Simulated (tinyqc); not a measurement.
Which single mass stands for the valley: donor in an ellipsoidal valley (Kohn-Luttinger variational method). Computed by tinyqc, a small Python program. Command: `OMP_NUM_THREADS=1 python tinyqc.py 3011215 3011216 out.jsonl kohnlutt walk`. One thread of a shared host (Intel(R) Xeon(R) Processor @ 2.30GHz), about 0.05 s of CPU time with the checks.

H = -(d^2/dx^2 + d^2/dy^2) - gamma d^2/dz^2 - 2/r in units built on m_t, with gamma = m_t/m_l and z along the valley axis. One valley; no valley-orbit or central-cell term.

Inputs (values chosen for the exercise, for a model semiconductor): transverse mass m_t = 0.379 m_0; longitudinal mass m_l = 3.49 m_0; dielectric constant eps = 16.5.

Constants: Ry = 13.605693123 eV; a_0 = 0.529177210903 angstrom.

Method:
- Ry* = Ry m_t/eps^2, a* = a_0 eps/m_t, gamma = m_t/m_l.
- Trial function exp(-sqrt((x^2 + y^2)/a^2 + z^2/b^2)) with beta = b/a < 1: E = t/a^2 - u/a, t = (2 + gamma/beta^2)/3, u = 2 arcsin(sqrt(1 - beta^2))/sqrt(1 - beta^2); the best a is 2 t/u and E(beta) = -u^2/(4 t).
- Golden-section search on beta from 0.05 to 0.999, 60 steps.
- Gaussian basis: g = P exp(-al (x^2 + y^2) - be z^2) with P = 1 (s-like), z (2p0) or x (2p+-); al = 0.004 x 2.6^k, k = 0..11, and be/al = 1, gamma^(-1/2) or 1/gamma (36 functions); 1/r = (2/sqrt(pi)) int exp(-t^2 r^2) dt by 48 Gauss-Legendre points after t = sqrt(al_i + al_j) tan(theta); overlap eigenvalues below 1e-10 are dropped.
- A hydrogenic level is Ry m/eps^2 for one mass m; errors are against the Gaussian basis.

gamma = 0.108596

1s binding energy, Gaussian basis = 34.3463 meV

1s binding energy, trial function = 34.2469 meV

1s binding energy:

| rule | mass (m_0) | binding (meV) | error (%) |
|---|---|---|---|
| transverse mass | 0.3790 | 18.94 | -44.85 |
| conductivity mass 3/(2/m_t + 1/m_l) | 0.5392 | 26.95 | -21.54 |
| density-of-states mass (m_t^2 m_l)^(1/3) | 0.7944 | 39.70 | 15.59 |
| longitudinal mass | 3.4900 | 174.41 | 407.81 |
| trial function with a and b | - | 34.25 | -0.29 |
| mass that fits 1s | 0.6873 | 34.35 | 0.00 |

What follows from these numbers?

The conductivity mass, which is what a spherical trial function (a = b) gives, falls short by 21.5 %, as a restricted variational bound must; the density-of-states mass is off by +15.6 %. The mass that fits lies between the two.

Extremes, crossings and ranges named in words are read from the listed rows.
